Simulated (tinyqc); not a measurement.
# Disorder broadening of a semi-elliptic band in the self-consistent Born approximation: effects of single changes

The local Green function is G = g0(z - Sigma) with z = E + i eta and g0(z) = (z - sqrt(z - 2t) sqrt(z + 2t))/(2 t^2), principal roots; the self-energy is Sigma = D G. The density of states is -Im G/pi.

Values chosen for this exercise: hopping t = 1 eV; variance of the random site energy D = 0.5 eV^2; bare broadening eta = 0.001 eV; energy from the band centre E = -0.286 eV.

Each table varies one quantity; the others keep the values above.

## Density of states across the band

Sigma is iterated to self-consistency (retarded branch, Im Sigma < 0); first Born means Sigma = D g0(z) put once into G = g0(z - Sigma); clean means Sigma = 0. Closed form: G = (z - sqrt(z^2 - 4 (t^2 + D)))/(2 (t^2 + D)) with the root that gives Im G < 0; for eta -> 0 a semi-ellipse of half-width 2 sqrt(t^2 + D).

Result of one run:
```
E (eV),Re Sigma (eV),Im Sigma (eV),"DOS, self-consistent (1/eV)","DOS, first Born (1/eV)","DOS, clean (1/eV)"
1.764,0.2938,-0.2831,0.1802,0.2062,0.1498
```

What becomes of these results when the energy from the band centre E is changed from 1.764 to 2.058 eV, all else the same?

Result of the changed run:
```
E (eV),Re Sigma (eV),Im Sigma (eV),"DOS, self-consistent (1/eV)","DOS, first Born (1/eV)","DOS, clean (1/eV)"
2.058,0.3427,-0.2212,0.1408,0.1761,5.160e-4
```

The whole series:
```
E (eV),Re Sigma (eV),Im Sigma (eV),"DOS, self-consistent (1/eV)","DOS, first Born (1/eV)","DOS, clean (1/eV)"
0,0,-0.4081,0.2598,0.2484,0.3182
0.294,0.04898,-0.4051,0.2579,0.2473,0.3147
0.588,0.09796,-0.3961,0.2522,0.2439,0.3041
0.882,0.1469,-0.3807,0.2424,0.2382,0.2855
1.176,0.1959,-0.3580,0.2279,0.2300,0.2573
1.47,0.2449,-0.3264,0.2078,0.2191,0.2157
1.764,0.2938,-0.2831,0.1802,0.2062,0.1498
2.058,0.3427,-0.2212,0.1408,0.1761,5.160e-4
2.352,0.3914,-0.1139,0.07249,5.442e-4,1.433e-4
2.645,0.2745,-2.750e-4,1.751e-4,1.408e-4,8.405e-5
2.939,0.2191,-1.349e-4,8.590e-5,8.013e-5,5.805e-5
```

The self-consistent density of states falls from 0.260 to 8.59e-5 1/eV. The clean band ends at 2t = 2.00 eV; at E = 2.058 eV, beyond it, the self-consistent value is 0.141 against 5.16e-4 clean: disorder widens the band. By ratio, first Born differs most at E = 2.352 eV, where it is 0.0075 times the self-consistent value.

## Effect of the disorder strength

Same model as above.

The same in every row: DOS, clean (1/eV) = 0.3149.

Results:
```
D (eV^2),Re Sigma (eV),Im Sigma (eV),"DOS, self-consistent (1/eV)","DOS, first Born (1/eV)"
0.016,-0.002251,-0.01571,0.3124,0.3124
0.031,-0.004298,-0.03021,0.3102,0.3101
0.059,-0.007963,-0.05675,0.3062,0.3059
0.11,-0.01416,-0.1034,0.2992,0.2984
0.22,-0.02578,-0.1974,0.2856,0.2829
0.8,-0.06353,-0.5927,0.2358,0.2153
1.5,-0.08577,-0.9445,0.2004,0.1600
```

Estimate the missing row, D = 0.42 eV^2.

Computed row:
```
D (eV^2),Re Sigma (eV),Im Sigma (eV),"DOS, self-consistent (1/eV)","DOS, first Born (1/eV)"
0.42,-0.04228,-0.3498,0.2651,0.2569
```

With this row back in the table: |Im Sigma| rises from 0.0157 to 0.944 eV, as D^(0.99) between the first two rows and D^(0.74) between the last two (the golden rule gives power 1, broadening wider than the band power 1/2). First Born is within 0.01 % of the self-consistent density of states in the first row and 20 % below it in the last.

Range of the model: The self-consistent Born approximation misses band tails from rare fluctuations and localisation.

tinyqc, about 0.01 s, one thread, Intel Xeon 2.30GHz (shared host): `OMP_NUM_THREADS=1 python tinyqc.py 2720116 2720117 out.jsonl`
